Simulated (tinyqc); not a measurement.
Koster-Slater impurity in a tight-binding band, by Green functions and by supercells: one step, computed by the program tinyqc.

One orbital per site, e(k) = -2 t sum cos(k_i) over 3 direction(s), band from -6 t to 6 t, lattice constant 1. One site has the extra energy U. Spin is left out.

Problem. Scattering. T = U/(1 - U G0); phase shift delta = -arg(1 - U G0) in (-pi, pi]; host density of states -Im G0/pi; on the impurity -Im[G0/(1 - U G0)]/pi; lifetime of a band state hbar/(-2 c Im T).

Inputs (values chosen for the exercise, for a model band): impurity potential U = 13.3 eV; impurity concentration c = 0.002 per site.

Lattice: simple cubic.

G0(E + i eta) = 0.1338818-0.0624293i 1/eV

Constants: hbar = 6.582119569e-16 eV s.

Give: T matrix; phase shift delta; host density of states; density of states on the impurity; scattering lifetime.

Solution.

T matrix = -7.9938-8.5026i eV

phase shift delta = -2.3254 rad

host density of states = 0.019872 1/eV

density of states on the impurity = 0.015300 1/eV

scattering lifetime = 19.353 fs

The Born approximation would take Im T = U^2 Im G0 = -11.0 eV, 1.30 times the full value.
